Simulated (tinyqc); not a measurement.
Zener tunnelling in a reverse-biased junction, two-band WKB: one step of the calculation.

Abrupt p-n junction, depletion approximation. Energies E are counted from the conduction-band edge of the neutral n side; its Fermi level lies at dn, that of the p side at dn - V, and the valence-band edge of the neutral p side at Em = dn + dp - V. Tunnelling needs 0 < E < Em. Two-band dispersion with equal masses m: inside the gap kappa = sqrt(m u (1 - u/Eg)/C), u the distance from a band edge, C = hbar^2/(2 m0).

Task. Fermi levels and built-in voltage. Nd = Nc F12(dn/Vt), Na = Nv F12(dp/Vt), F12(x) = (2/sqrt(pi)) int_0^infinity sqrt(u)/(1 + exp(u - x)) du; dn = EF - Ec on the n side, dp = Ev - EF on the p side (negative outside the bands); Vbi = Eg + dn + dp.

Parameters, values chosen for the exercise; band and dielectric values close to those of indium arsenide: temperature T = 350 K; band gap Eg = 0.345 eV; conduction-band density of states at 350 K Nc = 1.09e17 cm^-3; valence-band density of states at 350 K Nv = 8.41e18 cm^-3; acceptor density Na = 2.9e18 cm^-3; donor density Nd = 9.6e17 cm^-3.

Constants: q = 1.602176634e-19 C, kB = 1.380649e-23 J/K, Vt = kB T/q. Results are converted to the units shown.

Give: dn; dp; Vbi.

Result.

dn = 0.15035 eV
dp = -0.028453 eV
Vbi = 0.46690 V

Boltzmann statistics would give dn = 0.0656 eV and dp = -0.0321 eV. At zero bias the bands of the two sides overlap by dn + dp.

Range of the model: Parabolic densities of states, no band tails and no gap narrowing, all of which matter at such doping.

Numbers from tinyqc (`OMP_NUM_THREADS=1 python tinyqc.py 2620001 2620002 out.jsonl`; about 0.02 s on one thread of a shared Intel Xeon 2.30GHz).
